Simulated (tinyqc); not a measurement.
Input admittance of a MOSFET at zero drain bias: distributed channel and distributed gate: one step of the calculation.

Source and drain grounded, strong inversion, w = 2 pi f, Cox = eps0 eox/tox. The channel is an RC line of resistance 1/(mu Cox Vo) per square fed from both ends, so one finger has the intrinsic admittance y = i w Cox L tanh(g)/g per width, g = (1/2) sqrt(i w tau), tau = L^2/(mu Vo). The vertical resistance rv/L is in series with y, the overlaps 2 i w Cov in parallel: y_t = 1/(1/y + rv/L) + 2 i w Cov. The gate strip is a line of Rsh/L per length loaded by y_t, so a finger has Y = y_t Wf tanh(k)/k, k = (Wf/sd) sqrt(y_t Rsh/L); the device has Nf Y.

Task. Low-frequency resistances and capacitance. Low-frequency limits, with c = Cox L and ct = c + 2 Cov: R_strip = Rsh Wf/(3 sd^2 L Nf), R_ch = (c/ct)^2 L/(12 mu Cox Vo Wf Nf), R_vert = (c/ct)^2 rv/(L Wf Nf), C = ct Wf Nf.

Parameters, values chosen for the exercise; values of the order met in silicon radio-frequency transistors:
- eox = 21.7 (relative permittivity of the gate insulator (close to hafnium oxide))
- tox = 5.4 nm (insulator thickness)
- L = 0.22 um (channel length)
- Wf = 1.2 um (finger width)
- Nf = 32 (number of fingers)
- mu = 110 cm^2/(V s) (channel mobility)
- Vo = 0.3 V (gate overdrive)
- Rsh = 4.4 ohm/square (sheet resistance of the gate)
- rv = 1.5 ohm um^2 (vertical resistivity of the gate stack)
- sd = 2 (number of ends at which a finger is contacted)
- Cov = 0.21 fF/um (overlap and fringe capacitance on each side)

Constants: eps0 = 8.8541878128e-14 F/cm where lengths are in cm. Results are converted to the units shown.

Find: parts; sum; C; 1/(2 pi R C).

Result.

parts (ohm): strip 0.06250, channel 3.663, vertical 0.1599
sum = 3.885 ohm
C = 316.7 fF
1/(2 pi R C) = 129.3 GHz

The channel term is the largest, 94.3 % of the sum.

tinyqc, about 0.01 s, one thread, Intel Xeon 2.30GHz (shared host): `OMP_NUM_THREADS=1 python tinyqc.py 2262173 2262174 out.jsonl`
